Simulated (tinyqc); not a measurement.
# Square on-chip spiral inductor, lumped pi model: effects of single changes

Outer diameter do = di + 2 n wd + 2 (n - 1) sp, mean da = (do + di)/2, fill p = (do - di)/(do + di), length l = 4 n da. L = 2.34 mu0 n^2 da/(1 + 2.75 p), mu0 = 4 pi 1e-7 H/m. Rs = rho l/(wd delta (1 - exp(-th/delta))), delta = sqrt(rho/(pi f mu0)). Cs = n wd^2 eps0 eo/hu across the coil. At each end Cox = l wd eps0 eo/(2 ho) leads to the substrate branch Rsi = 2 rs he/(l wd) in parallel with Csi = l wd eps0 11.7/(2 he). With one end grounded Y = 1/(Rs + i w L) + i w Cs + 1/[1/(i w Cox) + 1/(1/Rsi + i w Csi)], w = 2 pi f; Q = -Im Y/Re Y. Eddy currents in neighbouring turns and in the substrate are left out.

Inputs (values chosen for the exercise); values of the order met in silicon radio-frequency processes: number of turns n = 6.5; line width wd = 4 um; space between turns sp = 1.5 um; inner diameter di = 100 um; metal thickness th = 0.9 um; metal resistivity rho = 2.2 uohm cm; oxide below the coil ho = 8.1 um; oxide between coil and underpass hu = 1.5 um; relative permittivity of the oxide eo = 4.1; substrate resistivity rs = 1000 ohm cm; effective spreading depth in the substrate he = 50 um; frequency f = 3.5 GHz.

Constants: eps0 = 8.8541878128e-12 F/m. Results are converted to the units shown.

Each table varies one quantity; the others keep the values above.

## Quality factor against frequency

Apparent inductance Im(1/Y)/w; share of the loss Re(substrate branch)/Re Y.

Quality factor against frequency:
```
f (GHz),Rs (ohm),w L/Rs,Q,apparent inductance (nH),loss in the substrate (%)
0.24,23.385,0.63208,0.63129,9.7947,0.020524
0.39,23.971,1.0020,1.0002,9.7990,0.030878
0.64,24.749,1.5926,1.5873,9.8106,0.056789
1,25.655,2.4006,2.3844,9.8378,0.11289
1.7,27.070,3.8677,3.7997,9.9270,0.28106
2.8,28.853,5.9766,5.7057,10.170,0.68683
4.6,31.227,9.0723,8.0032,10.888,1.6700
7.5,34.370,13.439,9.4058,13.380,3.9160
12,38.431,19.231,5.3958,30.983,8.5129
```

What does the table show?

Q goes from 0.631 through a maximum of 9.41 (at f = 7.5 GHz among the rows listed) to 5.40; the exact peak is 9.41 at 7.40 GHz and Q reaches zero at the self-resonance, 14.4 GHz. The share of the substrate rises from 0.0205 to 8.51 %, and the apparent inductance ends at 3.16 times L. At the peak the substrate takes 3.83 % of the loss. For f = 7.5, 12 the coil is longer than 0.15 of a wavelength in the oxide, where one lumped section is rough.

## Effect of the oxide below the coil

Same model as above.

Peak Q and its frequency from a search over f; self-resonance where Im Y = 0; Q at the given f (negative beyond resonance).

The same in every row: L (nH) = 9.802; do (um) = 168.5.

Result of one run:
```
ho (um),peak Q,f of the peak (GHz),self-resonance (GHz),Q at f
2,8.480,6.569,12.90,6.567
```

What becomes of these results when the oxide below the coil ho is changed from 2 to 3 um, all else the same?

Result of the changed run:
```
ho (um),peak Q,f of the peak (GHz),self-resonance (GHz),Q at f
3,8.650,6.720,13.17,6.599
```

The whole series:
```
ho (um),peak Q,f of the peak (GHz),self-resonance (GHz),Q at f
1,8.302,6.413,12.61,6.530
2,8.480,6.569,12.90,6.567
3,8.650,6.720,13.17,6.599
5,8.967,7.003,13.68,6.655
7,9.257,7.266,14.16,6.700
10,9.652,7.629,14.83,6.755
15,10.22,8.161,15.82,6.821
```

As ho goes from 1 to 15, L stays at 9.80 nH, the peak Q rises from 8.30 to 10.2, its frequency rises from 6.41 to 8.16 GHz and the self-resonance rises from 12.6 to 15.8 GHz.

Computed by the program tinyqc: `OMP_NUM_THREADS=1 python tinyqc.py 2302205 2302206 out.jsonl`, one thread of a shared Intel Xeon 2.30GHz, about 0.01 s for the whole run.
